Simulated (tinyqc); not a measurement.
Bandgap voltage reference from two bipolar transistors: one step of the calculation.

Two transistors of area 1 and N carry the same current I. Is(T) = Is (T/T0)^eta exp[(Vg0 q/kB)(1/T0 - 1/T)], VBE1 = Vt ln(I/Is(T)) + I rb, VBE2 = Vt ln(I/(N Is(T))) + I rb/N. The amplifier forces I R1(T) = VBE1 - VBE2 + Vos, with R(T) = R (1 + tc (T - T0)) for both resistors, and the output is Vref = VBE1 + I R2(T). Base currents and the Early effect are neglected.

Problem. Operating point at the reference temperature. Vt = kB T/q; I = (Vt ln N + Vos)/(R1(T) - rb (1 - 1/N)). Evaluate at T = T0.

Inputs (values chosen for the exercise); values of the order met in silicon bipolar transistors: reference temperature T0 = 298 K; band-gap voltage extrapolated to 0 K Vg0 = 1.147 V; temperature exponent of the saturation current eta = 3.3; saturation current of the unit transistor at T0 Is = 1.6e-16 A; area ratio of the second transistor N = 24; resistor across which the difference of VBE falls, at T0 R1 = 5 kohm; temperature coefficient of both resistors tc = 0 ppm/K; offset of the amplifier Vos = 0 mV; series resistance of the unit transistor rb = 31 ohm; output resistor at T0 R2 = 32.75 kohm.

Constants: q = 1.602176634e-19 C, kB = 1.380649e-23 J/K. Results are converted to the units shown.

Wanted: Vt; I; Is(T); VBE1; I R2; Vref.

Solution.

Vt = 0.025680 V
I = 16.420 uA
Is(T) = 1.6000e-16 A
VBE1 = 0.65160 V
I R2 = 0.53775 V
Vref = 1.1893 V

Computed by the program tinyqc: `OMP_NUM_THREADS=1 python tinyqc.py 2062002 2062003 out.jsonl`, one thread of a shared Intel Xeon 2.30GHz, about 0.02 s for the whole run.
